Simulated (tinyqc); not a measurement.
Resistance of a tapered via with liner, size effect and interface: two steps of the calculation.

A round via whose diameter grows from db at the bottom as D(z) = db + 2 z/tan(ang). The fill, of diameter D - 2 tl, starts above the bottom liner (thickness fb tl) and has rho = rho0 (1 + ks lam/(D - 2 tl)); the sidewall liner conducts in parallel with it. The bottom liner and the interface are crossed over the full area pi db^2/4. Spreading in the lines above and below is left out.

Values chosen for this exercise; fill metal close to tungsten: diameter at the bottom db = 25 nm; height hv = 74 nm; sidewall angle ang = 87 degrees; bulk resistivity of the fill rho0 = 5.39 uohm cm; mean free path of the fill lam = 15.7 nm; size-effect factor ks = 1.3; liner on the sidewall tl = 3.6 nm; liner at the bottom over that on the sidewall fb = 1; resistivity of the liner rl = 380 uohm cm; interface resistivity at the bottom ri = 1.5e-12 ohm cm^2; ballistic conductance per area, about 3/(4 rho0 lam) Sb = 9.1e14 S/m^2.

Question 1. Slices of the via. Slices between z0 = fb tl and hv, evaluated at their midpoints: conductance per length pi/4 [(D - 2 tl)^2/rho + (D^2 - (D - 2 tl)^2)/rl], slice resistance = slice height over that. 10 slices.

Find: z; D; rho; slice resistance.

Answer 1.

| slice | z (nm) | D (nm) | rho (uohm cm) | slice resistance (ohm) |
|---|---|---|---|---|
| 0 | 7.120 | 25.75 | 11.32 | 2.871 |
| 1 | 14.16 | 26.48 | 11.09 | 2.607 |
| 2 | 21.20 | 27.22 | 10.88 | 2.376 |
| 3 | 28.24 | 27.96 | 10.69 | 2.173 |
| 4 | 35.28 | 28.70 | 10.51 | 1.995 |
| 5 | 42.32 | 29.44 | 10.34 | 1.836 |
| 6 | 49.36 | 30.17 | 10.18 | 1.696 |
| 7 | 56.40 | 30.91 | 10.03 | 1.570 |
| 8 | 63.44 | 31.65 | 9.889 | 1.457 |
| 9 | 70.48 | 32.39 | 9.758 | 1.356 |

Question 2. Total resistance. R_fill = sum of the slices; R_bottom = rl fb tl/(pi db^2/4); R_interface = ri/(pi db^2/4); ballistic (Sharvin) limit 1/(Sb pi (db - 2 tl)^2/4); ideal cylinder rho0 hv/(pi db^2/4).

| slice | slice resistance (ohm) |
|---|---|
| 0 | 2.8710731 |
| 1 | 2.6067615 |
| 2 | 2.3759675 |
| 3 | 2.1734001 |
| 4 | 1.9947528 |
| 5 | 1.8364950 |
| 6 | 1.6957126 |
| 7 | 1.5699847 |
| 8 | 1.4572882 |
| 9 | 1.3559233 |

Give: parts; R; shares; ballistic limit; ideal cylinder.

Answer 2.

parts (ohm): fill 19.937, bottom liner 27.869, interface 0.30558
R = 48.112 ohm
shares (%): fill 41.440, bottom liner 57.925, interface 0.635
ballistic limit = 4.4160 ohm
ideal cylinder = 8.1255 ohm

The bottom liner is the largest part, and R is 5.92 times the ideal cylinder. With 2000 slices R = 48.120 ohm.

Program tinyqc, `OMP_NUM_THREADS=1 python tinyqc.py 2750120 2750121 out.jsonl`; Intel Xeon 2.30GHz, shared host, one thread, about 0.01 s.
